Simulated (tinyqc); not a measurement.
Plane-wave Kohn-Sham cycle with exchange-only LDA in a layered model solid, step by step. Computed by tinyqc, a small Python program that keeps every step. Settings: points = 16, plane-wave index or count = 2, electrons = 2, k points = 2, area = 32.0, mixing = 0.1, iteration cap = 65. Command: `OMP_NUM_THREADS=1 python tinyqc.py 26645 26646 out.jsonl` (the two numbers bound the seeds that draw the settings). One thread of a shared host (Intel(R) Xeon(R) Processor @ 2.60GHz), about 0.03 s of CPU time with the checks.

A solid whose potential varies along x alone (atomic units):
```
parameter                      value
period a                   16.300000
cross-section of the cell  32.000000
electrons per cell                 2
grid points                       16
plane waves -n..n, n               2
k points                           2
V1 in V1 cos(2 pi x/a)     -0.390000
```

Stop when sqrt(dV sum R^2) is below 1e-8, dV = a A/N.

Course of the cycle:
```
iteration  E (hartree)  norm of the residual
1            -0.774067              1.18e-01
2            -0.700880              1.04e-01
3            -0.642366              9.16e-02
4            -0.596342              7.97e-02
5            -0.560703              6.88e-02
6            -0.533568              5.88e-02
7            -0.513293              4.98e-02
8            -0.498466              4.17e-02
9            -0.487880              3.46e-02
10           -0.480515              2.86e-02
11           -0.475531              2.36e-02
...                ...                   ...
55           -0.466841              2.23e-04
56           -0.466841              2.01e-04
57           -0.466841              1.81e-04
58           -0.466841              1.64e-04
59           -0.466841              1.48e-04
60           -0.466841              1.33e-04
61           -0.466841              1.21e-04
62           -0.466841              1.09e-04
63           -0.466841              9.82e-05
64           -0.466841              8.87e-05
65           -0.466841              8.01e-05
```

Can the last value be used, and what does the course show?

Not by the stop rule, although the second column moves by less than 1e-07 over the last three steps. Not converged within 65 iterations: the residual falls steadily but slowly, by a factor of about 0.90 a step. Reruns (cap 100 unless said): mixing 0.5, Kerker q0 1.0: not converged; mixing 0.3, Pulay depth 5: converged in 16 (E = -0.46684); the original settings with a cap of 400: converged in 154 (E = -0.46684).
